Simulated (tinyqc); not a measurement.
CIS and TDHF on RHF in the sto-3g basis, for H6, spin multiplicity 1, step by step (part 1 of 2). Computed by tinyqc, a small Python program that keeps every step (integrals from PySCF). Settings: charge = 0, multiplicity = 1, basis = sto-3g, method = RHF, energy threshold = 1e-10, iteration cap = 78, orthogonalisation = canonical, start = core, DIIS depth = 6, TDHF = 1. Command: `OMP_NUM_THREADS=1 python tinyqc.py 30496 30497 out.jsonl` (the two numbers bound the seeds that draw the settings). One thread of a shared host (Intel(R) Xeon(R) Processor @ 2.60GHz), about 0.04 s of CPU time with the checks. The early iterations of the SCF are left out here.

## One-electron integrals

Geometry (angstrom):
```
atom         x         y         z
H     0.000000  0.000000  0.000000
H     0.000000  0.000000  0.783000
H     0.000000  0.000000  2.276000
H     0.000000  0.000000  3.060000
H     0.000000  0.000000  4.553000
H     0.000000  0.000000  5.336000
```

Basis sto-3g: exponents (1/bohr^2) and contraction coefficients of normalised primitives:
```
element  l (shell)  exponent  coefficient
H            s (1)  3.425251     0.154329
H            s (1)  0.623914     0.535328
H            s (1)  0.168855     0.444635
```

Overlap, kinetic and nuclear-attraction integrals over the contracted functions; the nuclear repulsion is the sum of Za Zb / Rab.

nuclear repulsion = 4.48317904 hartree

overlap S, lower triangle:
```
          1H 1s     2H 1s     3H 1s     4H 1s     5H 1s     6H 1s
1H 1s  1.000000
2H 1s  0.631828  1.000000
3H 1s  0.074481  0.259370  1.000000
4H 1s  0.016076  0.074349  0.631179  1.000000
5H 1s  0.000401  0.003149  0.074349  0.259370  1.000000
6H 1s  0.000037  0.000401  0.016076  0.074481  0.631828  1.000000
```

kinetic energy T (hartree), lower triangle:
```
           1H 1s      2H 1s      3H 1s      4H 1s     5H 1s     6H 1s
1H 1s   0.760032
2H 1s   0.212119   0.760032
3H 1s  -0.011468   0.010243   0.760032
4H 1s  -0.006133  -0.011467   0.211560   0.760032
5H 1s  -0.000349  -0.001882  -0.011467   0.010243  0.760032
6H 1s  -0.000046  -0.000349  -0.006133  -0.011468  0.212119  0.760032
```

nuclear attraction V (hartree), lower triangle:
```
           1H 1s      2H 1s      3H 1s      4H 1s      5H 1s      6H 1s
1H 1s  -2.474688
2H 1s  -1.574507  -2.695807
3H 1s  -0.167229  -0.606360  -2.844022
4H 1s  -0.035594  -0.172851  -1.728575  -2.844022
5H 1s  -0.000872  -0.006966  -0.172851  -0.606360  -2.695807
6H 1s  -0.000082  -0.000872  -0.035594  -0.167229  -1.574507  -2.474688
```

core Hamiltonian H = T + V (hartree), lower triangle:
```
           1H 1s      2H 1s      3H 1s      4H 1s      5H 1s      6H 1s
1H 1s  -1.714656
2H 1s  -1.362388  -1.935775
3H 1s  -0.178697  -0.596118  -2.083990
4H 1s  -0.041726  -0.184318  -1.517015  -2.083990
5H 1s  -0.001221  -0.008849  -0.184318  -0.596118  -1.935775
6H 1s  -0.000128  -0.001221  -0.041726  -0.178697  -1.362388  -1.714656
```

## Two-electron integrals

Functions are numbered as in S; the eight-fold symmetry (ij|kl) = (ji|kl) = (kl|ij) leaves the list below.

Two-electron integrals (ij|kl) in chemists' order, unique and non-zero (hartree):
```
(11|11) 0.774606   (21|11) 0.420363   (21|21) 0.269961   (22|11) 0.553939
(22|21) 0.420363   (22|22) 0.774606   (31|11) 0.032474   (31|21) 0.023355
(31|22) 0.041653   (31|31) 0.002747   (32|11) 0.090264   (32|21) 0.070885
(32|22) 0.139348   (32|31) 0.009864   (32|32) 0.038243   (33|11) 0.232230
(33|21) 0.177677   (33|22) 0.347260   (33|31) 0.032474   (33|32) 0.139348
(33|33) 0.774606   (41|11) 0.005664   (41|21) 0.004230   (41|22) 0.007853
(41|31) 0.000557   (41|32) 0.002097   (41|33) 0.007856   (41|41) 0.000119
(42|11) 0.021341   (42|21) 0.016582   (42|22) 0.032408   (42|31) 0.002475
(42|32) 0.009845   (42|33) 0.041578   (42|41) 0.000556   (42|42) 0.002737
(43|11) 0.125683   (43|21) 0.093597   (43|22) 0.177452   (43|31) 0.016594
(43|32) 0.070792   (43|33) 0.419807   (43|41) 0.004226   (43|42) 0.023287
(43|43) 0.269340   (44|11) 0.172926   (44|21) 0.125787   (44|22) 0.232129
(44|31) 0.021372   (44|32) 0.090212   (44|33) 0.553568   (44|41) 0.005664
(44|42) 0.032408   (44|43) 0.419807   (44|44) 0.774606   (51|11) 0.000094
(51|21) 0.000071   (51|22) 0.000137   (51|31) 0.000011   (51|32) 0.000047
(51|33) 0.000219   (51|41) 2.70e-06   (51|42) 0.000014   (51|43) 0.000129
(51|44) 0.000188   (51|51) 7.31e-08   (52|11) 0.000641   (52|21) 0.000479
(52|22) 0.000908   (52|31) 0.000079   (52|32) 0.000324   (52|33) 0.001643
(52|41) 0.000019   (52|42) 0.000101   (52|43) 0.001043   (52|44) 0.001643
(52|51) 5.57e-07   (52|52) 4.47e-06   (53|11) 0.011730   (53|21) 0.008443
(53|22) 0.015400   (53|31) 0.001381   (53|32) 0.005702   (53|33) 0.032408
(53|41) 0.000353   (53|42) 0.001948   (53|43) 0.023287   (53|44) 0.041578
(53|51) 0.000011   (53|52) 0.000101   (53|53) 0.002737   (54|11) 0.036327
(54|21) 0.025700   (54|22) 0.045934   (54|31) 0.004008   (54|32) 0.016236
(54|33) 0.090212   (54|41) 0.001026   (54|42) 0.005702   (54|43) 0.070792
(54|44) 0.139348   (54|51) 0.000035   (54|52) 0.000324   (54|53) 0.009845
(54|54) 0.038243   (55|11) 0.116226   (55|21) 0.080483   (55|22) 0.140365
(55|31) 0.011748   (55|32) 0.045934   (55|33) 0.232129   (55|41) 0.002888
(55|42) 0.015400   (55|43) 0.177452   (55|44) 0.347260   (55|51) 0.000094
(55|52) 0.000908   (55|53) 0.032408   (55|54) 0.139348   (55|55) 0.774606
(61|11) 0.000007   (61|21) 0.000006   (61|22) 0.000010   (61|31) 9.19e-07
(61|32) 3.79e-06   (61|33) 0.000020   (61|41) 2.26e-07   (61|42) 1.20e-06
(61|43) 0.000013   (61|44) 0.000020   (61|51) 6.67e-09   (61|52) 5.36e-08
(61|53) 1.20e-06   (61|54) 3.79e-06   (61|55) 0.000010   (62|11) 0.000070
(62|21) 0.000051   (62|22) 0.000094   (62|31) 0.000008   (62|32) 0.000035
(62|33) 0.000188   (62|41) 2.11e-06   (62|42) 0.000011   (62|43) 0.000129
(62|44) 0.000219   (62|51) 6.57e-08   (62|52) 5.57e-07   (62|53) 0.000014
(62|54) 0.000047   (62|55) 0.000137   (62|61) 6.67e-09   (62|62) 7.31e-08
(63|11) 0.002271   (63|21) 0.001611   (63|22) 0.002888   (63|31) 0.000253
(63|32) 0.001026   (63|33) 0.005664   (63|41) 0.000064   (63|42) 0.000353
(63|43) 0.004226   (63|44) 0.007856   (63|51) 2.11e-06   (63|52) 0.000019
(63|53) 0.000556   (63|54) 0.002097   (63|55) 0.007853   (63|61) 2.26e-07
(63|62) 2.70e-06   (63|63) 0.000119   (64|11) 0.009499   (64|21) 0.006651
(64|22) 0.011748   (64|31) 0.001005   (64|32) 0.004008   (64|33) 0.021372
(64|41) 0.000253   (64|42) 0.001381   (64|43) 0.016594   (64|44) 0.032474
(64|51) 0.000008   (64|52) 0.000079   (64|53) 0.002475   (64|54) 0.009864
(64|55) 0.041653   (64|61) 9.19e-07   (64|62) 0.000011   (64|63) 0.000557
(64|64) 0.002747   (65|11) 0.067704   (65|21) 0.046534   (65|22) 0.080483
(65|31) 0.006651   (65|32) 0.025700   (65|33) 0.125787   (65|41) 0.001611
(65|42) 0.008443   (65|43) 0.093597   (65|44) 0.177677   (65|51) 0.000051
(65|52) 0.000479   (65|53) 0.016582   (65|54) 0.070885   (65|55) 0.420363
(65|61) 0.000006   (65|62) 0.000071   (65|63) 0.004230   (65|64) 0.023355
(65|65) 0.269961   (66|11) 0.099171   (66|21) 0.067704   (66|22) 0.116226
(66|31) 0.009499   (66|32) 0.036327   (66|33) 0.172926   (66|41) 0.002271
(66|42) 0.011730   (66|43) 0.125683   (66|44) 0.232230   (66|51) 0.000070
(66|52) 0.000641   (66|53) 0.021341   (66|54) 0.090264   (66|55) 0.553939
(66|61) 0.000007   (66|62) 0.000094   (66|63) 0.005664   (66|64) 0.032474
(66|65) 0.420363   (66|66) 0.774606
```

## Orthogonalisation

S = U s U^T; canonical form X = U s^(-1/2), so that X^T S X = 1. Each column of U has its largest component positive (the first on a tie).

eigenvalues of S: 0.266754  0.345155  0.445889  1.347022  1.652992  1.942187

X:
```
               1          2          3          4          5         6
1H 1s   0.551439  -0.815658  -0.630654  -0.360772   0.382263  0.221217
2H 1s  -0.734253   0.868955   0.489011  -0.257844   0.388554  0.277745
3H 1s   1.015466  -0.168056   0.696060   0.417791   0.073368  0.362439
4H 1s  -1.015466  -0.168056  -0.696060   0.417791  -0.073368  0.362439
5H 1s   0.734253   0.868955  -0.489011  -0.257844  -0.388554  0.277745
6H 1s  -0.551439  -0.815658   0.630654  -0.360772  -0.382263  0.221217
```

## Starting guess

The start is the orbitals of the core Hamiltonian; D = 2 C_occ C_occ^T.

D at the start, lower triangle:
```
           1H 1s      2H 1s      3H 1s      4H 1s     5H 1s     6H 1s
1H 1s   0.217046
2H 1s   0.491184   1.122087
3H 1s  -0.010604   0.051538   0.692482
4H 1s  -0.148432  -0.288264   0.586245   0.692482
5H 1s   0.050337   0.035221  -0.288264   0.051538  1.122087
6H 1s   0.038233   0.050337  -0.148432  -0.010604  0.491184  0.217046
```

## Iteration 6 (converged): orbitals

converged F (hartree), lower triangle:
```
           1H 1s      2H 1s      3H 1s      4H 1s      5H 1s      6H 1s
1H 1s  -0.344418
2H 1s  -0.577201  -0.366787
3H 1s  -0.092344  -0.205820  -0.368982
4H 1s  -0.015628  -0.092133  -0.580751  -0.368982
5H 1s   0.000149  -0.005896  -0.092133  -0.205820  -0.366787
6H 1s  -0.001253   0.000149  -0.015628  -0.092344  -0.577201  -0.344418
```

Diagonalise F' = X^T F X, C = X C', fill 3 alpha and 3 beta electrons from the bottom; D = 2 C_occ C_occ^T. Each column has its largest component positive (the first on a tie).

F' = X^T F X (hartree), lower triangle:
```
           1         2         3          4          5          6
1   0.941197
2   0.000000  0.674423
3  -0.006193  0.000000  0.451760
4   0.000000  0.034348  0.000000  -0.492318
5   0.026259  0.000000  0.013666   0.000000  -0.571565
6   0.000000  0.012159  0.000000  -0.002777   0.000000  -0.637273
```

orbital energies (hartree): MO1 -0.637452, MO2 -0.572206, MO3 -0.493261, MO4 0.451873, MO5 0.675544, MO6 0.941725

coefficients C:
```
            MO1        MO2        MO3        MO4        MO5        MO6
1H 1s  0.221431   0.381056  -0.341549  -0.618755  -0.823835   0.565573
2H 1s  0.263596   0.394661  -0.289057   0.485483   0.863523  -0.733336
3H 1s  0.372954   0.046318   0.414539   0.709054  -0.152371   1.008043
4H 1s  0.372954  -0.046318   0.414539  -0.709054  -0.152371  -1.008043
5H 1s  0.263596  -0.394661  -0.289057  -0.485483   0.863523   0.733336
6H 1s  0.221431  -0.381056  -0.341549   0.618755  -0.823835  -0.565573
```

D after iteration 6, lower triangle:
```
           1H 1s      2H 1s      3H 1s      4H 1s     5H 1s     6H 1s
1H 1s   0.621781
2H 1s   0.614966   0.617588
3H 1s  -0.082704  -0.006473   0.626165
4H 1s  -0.153303  -0.079592   0.617584   0.626165
5H 1s   0.013415  -0.005442  -0.079592  -0.006473  0.617588
6H 1s   0.040968   0.013415  -0.153303  -0.082704  0.614966  0.621781
```

## Convergence

Stop when the energy changes by less than 1e-10 hartree and every element of the error matrix X^T (F D S - S D F) X is below 3e-06.

Course of the cycle:
```
iteration  E (hartree)     change  largest element of the error matrix
1          -3.15088650          -                             4.01e-01
2          -3.31826298  -1.67e-01                             3.94e-02
3          -3.31941057  -1.15e-03                             2.84e-03
4          -3.31942387  -1.33e-05                             6.25e-05
5          -3.31942387  -2.62e-09                             3.34e-06
6          -3.31942387  -9.87e-12                             1.04e-07
```

PySCF RHF in the same basis = -3.31942387 hartree

Converged in 6 iterations.

## Populations, bond orders and dipole

Mulliken: Z minus the diagonal of D S on the atom; Loewdin: the same with S^(1/2) D S^(1/2); Mayer order: 2 sum_s sum (D(s) S)_ij (D(s) S)_ji over the two atoms.

Charges (e):
```
atom   Mulliken    Loewdin
1H    -0.001717  -0.007103
2H     0.001467   0.006827
3H     0.000250   0.000276
4H     0.000250   0.000276
5H     0.001467   0.006827
6H    -0.001717  -0.007103
```

Mayer bond orders:
```
pair      order
2-1    0.978362
3-1   -0.000848
3-2    0.022257
4-1    0.021135
4-2   -0.000855
4-3    0.958311
5-1   -0.000019
5-2    0.000253
5-3   -0.000855
5-4    0.022257
6-1    0.001366
6-2   -0.000019
6-3    0.021135
6-4   -0.000848
6-5    0.978362
```

dipole moment about the origin, x y z (debye): 0.000000  0.000000  0.000000

## Integrals over molecular orbitals

(pq|rs) = sum C_ip C_jq C_kr C_ls (ij|kl), one index at a time.

one-electron integrals over orbitals h = C^T H C (hartree), lower triangle:
```
           1          2          3          4          5          6
1  -2.138230
2   0.000000  -1.959201
3  -0.124251   0.000000  -2.002253
4   0.000000  -0.121130   0.000000  -1.482369
5  -0.069273   0.000000   0.115712   0.000000  -1.214615
6   0.000000   0.064421   0.000000  -0.135000   0.000000  -1.158148
```

Two-electron integrals over orbitals (pq|rs), unique and non-zero (hartree):
```
(11|11) 0.393053    (21|21) 0.130921    (22|11) 0.310252    (22|22) 0.389504
(31|11) 0.080034    (31|22) -0.072742   (31|31) 0.145015    (32|21) -0.134391
(32|32) 0.147860    (33|11) 0.381578    (33|22) 0.327884    (33|31) 0.055310
(33|33) 0.382944    (41|21) 0.025737    (41|32) -0.000647   (41|41) 0.077826
(42|11) 0.039403    (42|22) -0.007385   (42|31) 0.039107    (42|33) 0.015714
(42|42) 0.059627    (43|21) 0.045791    (43|32) -0.044018   (43|41) 0.017436
(43|43) 0.065346    (44|11) 0.375125    (44|22) 0.324155    (44|31) 0.049786
(44|33) 0.369241    (44|42) 0.021343    (44|44) 0.380905    (51|11) 0.008735
(51|22) 0.019108    (51|31) -0.014840   (51|33) -0.004763   (51|42) 0.042458
(51|44) 0.002073    (51|51) 0.045602    (52|21) 0.011203    (52|32) 0.005954
(52|41) 0.054057    (52|43) -0.039437   (52|52) 0.089389    (53|11) -0.048604
(53|22) 0.000622    (53|31) -0.043052   (53|33) -0.028636   (53|42) -0.058005
(53|44) -0.024571   (53|51) -0.039669   (53|53) 0.061353    (54|21) 0.132128
(54|32) -0.141431   (54|41) 0.006442    (54|43) 0.045218    (54|52) -0.005116
(54|54) 0.150629    (55|11) 0.319490    (55|22) 0.389259    (55|31) -0.064156
(55|33) 0.334503    (55|42) -0.004088   (55|44) 0.342374    (55|51) 0.019896
(55|53) -0.000368   (55|55) 0.410692    (61|21) 0.002570    (61|32) 0.006916
(61|41) 0.027618    (61|43) 0.055730    (61|52) -0.033190   (61|54) -0.004550
(61|61) 0.065557    (62|11) -0.016306   (62|22) -0.025501   (62|31) 0.012275
(62|33) -0.006268   (62|42) -0.040857   (62|44) -0.004340   (62|51) -0.043351
(62|53) 0.042514    (62|55) -0.024500   (62|62) 0.045101    (63|21) 0.030949
(63|32) -0.008798   (63|41) 0.076771    (63|43) 0.019873    (63|52) 0.054568
(63|54) 0.007823    (63|61) 0.028162    (63|63) 0.081740    (64|11) 0.080789
(64|22) -0.065586   (64|31) 0.138488    (64|33) 0.055614    (64|42) 0.040938
(64|44) 0.054717    (64|51) -0.011944   (64|53) -0.043552   (64|55) -0.067958
(64|62) 0.011030    (64|64) 0.147906    (65|21) -0.132683   (65|32) 0.136690
(65|41) -0.027691   (65|43) -0.048448   (65|52) -0.011984   (65|54) -0.142385
(65|61) -0.004119   (65|63) -0.034390   (65|65) 0.146626    (66|11) 0.415331
(66|22) 0.326786    (66|31) 0.086134    (66|33) 0.404019    (66|42) 0.044431
(66|44) 0.408274    (66|51) 0.010836    (66|53) -0.054358   (66|55) 0.346543
(66|62) -0.018781   (66|64) 0.093243    (66|66) 0.461078
```

## CIS matrix, singlets

A(ia,jb) = (e_a - e_i) d_ij d_ab + 2 (ia|jb) - (ij|ab).

CIS matrix A, singlet (hartree), lower triangle:
```
           1>4        1>5        1>6        2>4        2>5        2>6        3>4       3>5
1>4   0.869853
1>5   0.000000   1.084711
1>6  -0.025552   0.000000   1.294962
2>4   0.000000  -0.047212   0.000000   0.819179
2>5  -0.024014   0.000000   0.066303   0.000000   1.037270
2>6   0.000000   0.045981   0.000000  -0.016128   0.000000   1.277348
3>4  -0.014914   0.000000  -0.027029   0.000000   0.062557   0.000000   0.706585
3>5   0.000000  -0.015182   0.000000   0.025422   0.000000  -0.051662   0.000000  0.957008
3>6   0.015055   0.000000  -0.029809   0.000000  -0.027554   0.000000  -0.015867  0.000000

          3>6
3>6  1.194447
```

## CIS singlet states

dipole integrals <i|r|a> (bohr):
```
            x         y          z
1>4  0.000000  0.000000   0.029629
1>5  0.000000  0.000000   0.000000
1>6  0.000000  0.000000  -0.434875
2>4  0.000000  0.000000   0.000000
2>5  0.000000  0.000000   0.812651
2>6  0.000000  0.000000   0.000000
3>4  0.000000  0.000000  -1.503118
3>5  0.000000  0.000000   0.000000
3>6  0.000000  0.000000   0.020353
```

Diagonalise A (1 hartree = 27.211386 eV); each vector has its largest component positive (the first on a tie). The transition dipole is mu = sqrt2 sum c_ia <i|r|a>.

singlet excitation energies (eV): 18.819389  21.976555  23.560507  25.879401  28.127042  29.426192  32.339008  35.325257  36.016932

lowest vectors:
```
       state 1    state 2    state 3   state 4    state 5    state 6
1>4   0.064892   0.000000   0.988784  0.000000  -0.108570   0.000000
1>5   0.000000   0.157850   0.000000  0.107101   0.000000   0.953909
1>6   0.067888   0.000000   0.033009  0.000000  -0.211602   0.000000
2>4   0.000000   0.976079   0.000000  0.131722   0.000000  -0.160870
2>5  -0.183720   0.000000   0.135635  0.000000   0.939492   0.000000
2>6   0.000000   0.001620   0.000000  0.145732   0.000000  -0.249156
3>4   0.978215   0.000000  -0.041640  0.000000   0.194799   0.000000
3>5   0.000000  -0.149503   0.000000  0.974649   0.000000  -0.045826
3>6   0.022882   0.000000  -0.032942  0.000000   0.151148   0.000000
```

oscillator strengths 2/3 w |mu|^2: 2.500797  0.000000  0.040406  0.000000  0.436153  0.000000

## TDHF (RPA) singlet states

B(ia,jb) = 2 (ia|jb) - (ib|ja); the squared energies are the eigenvalues of (A - B)(A + B); 1 hartree = 27.211386 eV.

TDHF matrix B, singlet (hartree), lower triangle:
```
          1>4        1>5        1>6        2>4        2>5       2>6       3>4       3>5
1>4  0.077826
1>5  0.000000   0.045602
1>6  0.027618   0.000000   0.065557
2>4  0.000000   0.030859   0.000000   0.059627
2>5  0.065656   0.000000  -0.023029   0.000000   0.089389
2>6  0.000000  -0.053512   0.000000  -0.040857   0.000000  0.045101
3>4  0.017436   0.000000   0.034688   0.000000  -0.020869  0.000000  0.065346
3>5  0.000000  -0.039669   0.000000  -0.076572   0.000000  0.030460  0.000000  0.061353
3>6  0.097813   0.000000   0.028162   0.000000   0.066622  0.000000  0.019873  0.000000

          3>6
3>6  0.081740
```

squared energies w^2 (hartree^2): 0.470080  0.634119  0.726267  0.895074  1.051564  1.161004  1.389569  1.682102  1.748443

TDHF energies from the positive w^2 (eV): 18.656783  21.668863  23.189895  25.744241  27.904136  29.320236  32.076773  35.292050  35.981262

## CIS matrix, triplets

A(ia,jb) = (e_a - e_i) d_ij d_ab - (ij|ab).

CIS matrix A, triplet (hartree), lower triangle:
```
           1>4        1>5        1>6       2>4        2>5        2>6        3>4       3>5
1>4   0.714201
1>5   0.000000   0.993507
1>6  -0.080789   0.000000   1.163847
2>4   0.000000  -0.132128   0.000000  0.699924
2>5  -0.132128   0.000000   0.132683  0.000000   0.858491
2>6   0.000000   0.132683   0.000000  0.065586   0.000000   1.187146
3>4  -0.049786   0.000000  -0.138488  0.000000   0.141431   0.000000   0.575893
3>5   0.000000   0.064156   0.000000  0.141431   0.000000  -0.136690   0.000000  0.834302
3>6  -0.138488   0.000000  -0.086134  0.000000  -0.136690   0.000000  -0.055614  0.000000

          3>6
3>6  1.030967
```

## CIS triplet states

Diagonalise A (1 hartree = 27.211386 eV); each vector has its largest component positive (the first on a tie).

triplet excitation energies (eV): 12.734211  14.136602  15.183627  24.614287  25.700191  27.587100  29.460541  34.749014  35.111312

lowest vectors:
```
       state 1    state 2   state 3    state 4    state 5    state 6
1>4   0.125787   0.000000  0.785490   0.000000  -0.518515   0.000000
1>5   0.000000   0.346420  0.000000  -0.000106   0.000000   0.855420
1>6   0.266309   0.000000  0.059195   0.000000  -0.261415   0.000000
2>4   0.000000   0.745586  0.000000   0.602178   0.000000  -0.282031
2>5  -0.343105   0.000000  0.481958   0.000000   0.675271   0.000000
2>6   0.000000  -0.247094  0.000000   0.230080   0.000000  -0.301293
3>4   0.888670   0.000000  0.024337   0.000000   0.392805   0.000000
3>5   0.000000  -0.512875  0.000000   0.764490   0.000000   0.312948
3>6   0.076167   0.000000  0.382917   0.000000   0.229165   0.000000
```
